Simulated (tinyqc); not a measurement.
Minority carriers and saturation current of a heavily doped emitter: one step of the calculation.

n-type, parabolic bands, full ionisation. eta = (EF - Ec)/kB T solves N = Nc F12(eta), F12(x) = (2/sqrt(pi)) int_0^infinity sqrt(u)/(1 + exp(u - x)) du. The gap shrinks rigidly by dEg = a3 y^(1/3) + a4 y^(1/4) + a2 y^(1/2), y = N/1e18 cm^-3, an empirical law that is here taken as the true narrowing.

Task. Effective intrinsic density. ni = sqrt(Nc Nv) exp(-Eg/(2 Vt)), Eg in volts; degeneracy factor g = F12(eta) exp(-eta); nie^2 = ni^2 exp(dEg/kB T) g, p0 = nie^2/N; apparent narrowing dEg + kB T ln g.

Values chosen for this exercise; band and dielectric values those of a made-up semiconductor: temperature T = 300 K; band gap Eg = 1.37 eV; conduction-band density of states at 300 K Nc = 3.41e19 cm^-3; valence-band density of states at 300 K Nv = 3.34e19 cm^-3; ionised donor density N = 5.5e18 cm^-3; coefficient of (N/1e18)^(1/3) a3 = 8.1 meV; coefficient of (N/1e18)^(1/4) a4 = 3.6 meV; coefficient of (N/1e18)^(1/2) a2 = 1.4 meV.

Constants: q = 1.602176634e-19 C, kB = 1.380649e-23 J/K, Vt = kB T/q. Results are converted to the units shown.

converged eta = -1.7676527

Give: ni; dEg; g; apparent narrowing; nie; p0.

Result.

ni = 1.0490e8 cm^-3
dEg = 23.094 meV
g = 0.94469
apparent narrowing = 21.623 meV
nie = 1.5936e8 cm^-3
p0 = 0.0046175 cm^-3

Narrowing multiplies p0 by 2.44 and degeneracy by 0.945.

Range of the model: Band tails, non-parabolic bands and incomplete ionisation are left out.

Program tinyqc, `OMP_NUM_THREADS=1 python tinyqc.py 2330166 2330167 out.jsonl`; Intel Xeon 2.30GHz, shared host, one thread, about 0.01 s.
